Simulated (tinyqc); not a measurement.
Inside a calculation. Model: cluster expansion of a binary alloy: correlations, fit, cross-validation and ground states. Computed by tinyqc, a small Python program that keeps every step. Command: `OMP_NUM_THREADS=1 python tinyqc.py 3029011 3029012 out.jsonl clex walk`. One thread of a shared host (Intel(R) Xeon(R) Processor @ 2.30GHz), about 0.2 s of CPU time with the checks. Intermediate numbers are printed to about 6 digits and carried at full precision; extremes and crossings named in words are read from the listed rows.

s = +1 for A and -1 for B. Energy per site E = J0 + J1 P(point) + sum over clusters of m V P, with P the mean product of spins; V > 0 on a pair favours unlike neighbours. Clusters per site m: pair 1 6, pair 2 3, pair 3 12, triplet 8; the triplet is the triangle of first neighbours. Formation energies are counted from the line between pure A and pure B, which removes J0 and J1.

Inputs (values chosen for the exercise, for a model alloy):
```
quantity                    value      unit
first-pair interaction V1     -12       meV
second-pair interaction V2    6.4       meV
third-pair interaction V3    -0.8       meV
triplet interaction Vt        2.2       meV
noise amplitude              0.32  meV/site
temperature T                 640         K
fraction x of B              0.48         -
```

Lattice: fcc.

Constants: k_B = 8.617333262e-05 eV/K.

## Design matrix

correlations P, counted on periodic cells:
```
                      point    pair 1    pair 2    pair 3   triplet
A                   1.00000   1.00000   1.00000   1.00000   1.00000
A3B L1_2            0.50000   0.00000   1.00000   0.00000  -0.50000
A3B D0_22           0.50000   0.00000   0.66667   0.33333  -0.50000
A3B (001) layers    0.50000   0.33333   0.66667   0.00000   0.50000
A2B (001) layers    0.33333   0.11111   0.55556  -0.33333   0.33333
AB L1_0             0.00000  -0.33333   1.00000  -0.33333   0.00000
AB L1_1             0.00000   0.00000  -1.00000   0.00000   0.00000
A2B2 (001) layers   0.00000   0.33333   0.33333  -0.33333   0.00000
AB2 (001) layers   -0.33333   0.11111   0.55556  -0.33333  -0.33333
AB3 L1_2           -0.50000   0.00000   1.00000   0.00000   0.50000
AB3 D0_22          -0.50000   0.00000   0.66667   0.33333   0.50000
AB3 (001) layers   -0.50000   0.33333   0.66667   0.00000  -0.50000
B                  -1.00000   1.00000   1.00000   1.00000  -1.00000
```

Design matrix of formation energies: m (P - 1) for pairs and m (P(triplet) - P(point)) for the triplet; x = (1 - P(point))/2.

X:
```
                    pair 1   pair 2    pair 3  triplet
A                   0.0000   0.0000    0.0000   0.0000
A3B L1_2           -6.0000   0.0000  -12.0000  -8.0000
A3B D0_22          -6.0000  -1.0000   -8.0000  -8.0000
A3B (001) layers   -4.0000  -1.0000  -12.0000   0.0000
A2B (001) layers   -5.3333  -1.3333  -16.0000   0.0000
AB L1_0            -8.0000   0.0000  -16.0000   0.0000
AB L1_1            -6.0000  -6.0000  -12.0000   0.0000
A2B2 (001) layers  -4.0000  -2.0000  -16.0000   0.0000
AB2 (001) layers   -5.3333  -1.3333  -16.0000   0.0000
AB3 L1_2           -6.0000   0.0000  -12.0000   8.0000
AB3 D0_22          -6.0000  -1.0000   -8.0000   8.0000
AB3 (001) layers   -4.0000  -1.0000  -12.0000   0.0000
B                   0.0000   0.0000    0.0000   0.0000
```

## Formation energies

standard normal numbers for the noise (0 for the pure ends): A 0.000, A3B L1_2 -1.900, A3B D0_22 -0.395, A3B (001) layers -0.030, A2B (001) layers 0.527, AB L1_0 -0.142, AB L1_1 -0.318, A2B2 (001) layers 0.440, AB2 (001) layers 0.531, AB3 L1_2 0.371, AB3 D0_22 0.367, AB3 (001) layers 0.613, B 0.000

Exact: X V with V = (V1, V2, V3, Vt). The data to fit add the noise amplitude times the normal numbers, standing for what the clusters leave out.

exact energies (meV/site): A 0.000, A3B L1_2 64.000, A3B D0_22 54.400, A3B (001) layers 51.200, A2B (001) layers 68.267, AB L1_0 108.800, AB L1_1 43.200, A2B2 (001) layers 48.000, AB2 (001) layers 68.267, AB3 L1_2 99.200, AB3 D0_22 89.600, AB3 (001) layers 51.200, B 0.000

data (meV/site): A 0.000, A3B L1_2 63.392, A3B D0_22 54.274, A3B (001) layers 51.190, A2B (001) layers 68.435, AB L1_0 108.755, AB L1_1 43.098, A2B2 (001) layers 48.141, AB2 (001) layers 68.437, AB3 L1_2 99.319, AB3 D0_22 89.717, AB3 (001) layers 51.396, B 0.000

## Normal equations for V1, V2, Vt

Leave out pair 3: A = X^T X and b = X^T E (E being the data with noise) over these three columns; solve A V = b. The root-mean-square error runs over the structures between the pure ends.

matrix A:
```
         V1      V2       Vt
V1  348.889  78.222    0.000
V2   78.222  47.556    0.000
Vt    0.000   0.000  256.000
```

b (meV): -4301.73  -783.94  570.96

fitted V1, V2, Vt (meV): -13.6781  6.0137  2.2303

root-mean-square error of the three-cluster fit = 3.17139 meV/site

The fit misses V1 by -1.68, V2 by -0.39 and Vt by +0.03 meV; the omitted V3 = -0.8 meV and the noise shift the fitted values.

## Which clusters to keep

For each set, H = X (X^T X)^-1 X^T over the structures between the ends; residual e = E - H E; leave-one-out error e_i/(1 - H_ii); both as root mean squares.

Fits:
```
clusters     fit error (meV/site)  leave-one-out error (meV/site)  largest H_ii
V1                        14.9839                         16.7732      0.183439
V1 V2                     11.2172                         13.8361      0.824987
V1 V3                     14.9377                         17.9138      0.348390
V1 V2 Vt                   3.1714                          6.2934      0.824987
V1 Vt                     10.4283                         12.2301      0.353185
V1 V2 V3                  10.7604                         13.7999      0.896047
V1 V3 Vt                  10.3618                         12.3927      0.515858
V1 V2 V3 Vt                0.1394                          0.3470      0.896047
```

leave-one-out error without pair 3 = 6.29345 meV/site

leave-one-out error with all four = 0.346999 meV/site

The fit error can only fall as clusters are added, to 0.14 meV with all four. The leave-one-out error is least for V1 V2 V3 Vt (0.35 meV): dropping V2, V3 or Vt makes prediction worse at this noise.

## Ground states by the convex hull

Height above the hull = E less the lowest straight line between two structures that bracket x (or the lowest structure at the same x). The three-term fit is X V with the fitted values.

Hull among these structures (meV/site):
```
structure                x  exact E  above hull  fitted E  above hull, fit
A                  0.00000    0.000       0.000     0.000            0.000
A3B L1_2           0.25000   64.000      64.000    64.226           64.226
A3B D0_22          0.25000   54.400      54.400    58.212           58.212
A3B (001) layers   0.25000   51.200      51.200    48.699           48.699
A2B (001) layers   0.33333   68.267      68.267    64.932           64.932
AB L1_0            0.50000  108.800     108.800   109.425          109.425
AB L1_1            0.50000   43.200      43.200    45.986           45.986
A2B2 (001) layers  0.50000   48.000      48.000    42.685           42.685
AB2 (001) layers   0.66667   68.267      68.267    64.932           64.932
AB3 L1_2           0.75000   99.200      99.200    99.911           99.911
AB3 D0_22          0.75000   89.600      89.600    93.898           93.898
AB3 (001) layers   0.75000   51.200      51.200    48.699           48.699
B                  1.00000    0.000       0.000     0.000            0.000
```

lowest exact formation energy = 0 meV/site

Only the pure ends are on the exact hull: at zero temperature the alloy separates. The fit finds the same set. A structure at zero height may lie on a tie line without being a vertex, and structures outside this list could lie lower.

## The random alloy and its short-range order

Random alloy: P(pair) = p^2, P(triplet) = p^3, p = 1 - 2x, so H_mix = (p^2 - 1) sum m V(pairs) + (p^3 - p) m Vt; G_mix = H_mix + k_B T [x ln x + (1 - x) ln(1 - x)]. To first order in 1/T the Warren-Cowley parameter of shell 1 is alpha_1 = -(1 - p^2) V_eff/(k_B T), V_eff = V1 + (number of triplets on a first-neighbour bond) p Vt, that number being 4.

mixing enthalpy H_mix = 61.5973 meV/site

mixing free energy G_mix = 23.4137 meV/site

alpha_1 = 0.210864

alpha_1 > 0: like neighbours cluster. Caution: G_mix lies above the hull of the ordered structures at this x, so the random alloy is not the equilibrium state at T. Caution: so large an alpha_1 is beyond the first-order expansion.

Checks made by the program: leave-one-out formula against refits (relative difference below 1e-10).
